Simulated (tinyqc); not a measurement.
Polytypes and stacking faults of a tetrahedral semiconductor in an axial Ising model with couplings up to third neighbours: one step, computed by the program tinyqc.

Each double layer has s = +1 or -1 for the sense of its stacking step; E per pair of atoms = E0 - sum_n J_n <s_i s_(i+n)>, n = 1, 2, 3. Hexagonality h = (1 - <s_i s_(i+1)>)/2.

Question. Stacking-fault energies. Faults in 2H: the sequences I1 (+), I2 (++), E (+++) are put between perfect repeats; k_n = (layers x C_n of the host) - sum_i s_i s_(i+n). gamma = sum k_n J_n/A, A = (sqrt 3/2) a^2; 1 meV/angstrom^2 = 16.02177 mJ/m^2.

Inputs (values chosen for the exercise, of the order of those of GaN for J, a, G and the gaps):
```
quantity                   value      unit
J1                         -5.93  meV/pair
J2                        -0.361  meV/pair
J3                         0.087  meV/pair
basal lattice constant a    3.19  angstrom
```

Host polytype: 2H.

fault coefficients k_n:
```
    J1  J2  J3
I1  -2   4  -6
I2  -4   4  -4
E   -6   4  -6
```

Constants: 1 eV/angstrom^2 = 16.02176634 J/m^2.

Give: gamma; energy of the glide fault, I2.

Answer.

gamma (mJ/m^2): I1 17.987, I2 39.866, E 61.111

energy of the glide fault, I2 = 39.866 mJ/m^2

The cheapest is the I1 fault.
